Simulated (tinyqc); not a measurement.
# Worked calculation: square on-chip spiral inductor, lumped pi model

Program tinyqc, `OMP_NUM_THREADS=1 python tinyqc.py 2302101 2302102 out.jsonl`; Intel Xeon 2.30GHz, shared host, one thread, about 0.01 s. Printed values are rounded.

Outer diameter do = di + 2 n wd + 2 (n - 1) sp, mean da = (do + di)/2, fill p = (do - di)/(do + di), length l = 4 n da. L = 2.34 mu0 n^2 da/(1 + 2.75 p), mu0 = 4 pi 1e-7 H/m. Rs = rho l/(wd delta (1 - exp(-th/delta))), delta = sqrt(rho/(pi f mu0)). Cs = n wd^2 eps0 eo/hu across the coil. At each end Cox = l wd eps0 eo/(2 ho) leads to the substrate branch Rsi = 2 rs he/(l wd) in parallel with Csi = l wd eps0 11.7/(2 he). With one end grounded Y = 1/(Rs + i w L) + i w Cs + 1/[1/(i w Cox) + 1/(1/Rsi + i w Csi)], w = 2 pi f; Q = -Im Y/Re Y. Eddy currents in neighbouring turns and in the substrate are left out.

Inputs (values chosen for the exercise); values of the order met in silicon radio-frequency processes: number of turns n = 3.5; line width wd = 8 um; space between turns sp = 2 um; inner diameter di = 40 um; metal thickness th = 4 um; metal resistivity rho = 2.2 uohm cm; oxide below the coil ho = 5 um; oxide between coil and underpass hu = 0.9 um; relative permittivity of the oxide eo = 3.9; substrate resistivity rs = 10 ohm cm; effective spreading depth in the substrate he = 50 um; frequency f = 1.6 GHz.

Constants: eps0 = 8.8541878128e-12 F/m. Results are converted to the units shown.

## Geometry and model elements

do, l, L, delta, Rs, Cs, Cox, Rsi and Csi as defined.

do = 106 um
l = 1022 um
L = 1.17227 nH
delta = 1.86626 um
Rs = 1.70601 ohm
Cs = 8.59446 fF
Cox = 28.2328 fF
Rsi = 1223.09 ohm
Csi = 8.46985 fF

Rs is 2.43 times the direct-current value in this empirical form, which overstates the skin effect of a flat slab when delta is near th and so stands in for some current crowding.

## Admittance, quality factor and apparent inductance

Series branch 1/(Rs + i w L), substrate branch, total Y, Q = -Im Y/Re Y, apparent inductance Im(1/Y)/w, metal-only value w L/Rs, share of the loss in the substrate Re(substrate branch)/Re Y.

series branch = 12.0316-83.1126i mS
substrate branch = 0.081858+0.246885i mS
Y = 12.1134-82.7793i mS
Q = 6.83369
apparent inductance = 1.17646 nH
w L/Rs = 6.90788
share of the loss in the substrate = 0.675764 %

Q is 98.9 % of the metal-only value.
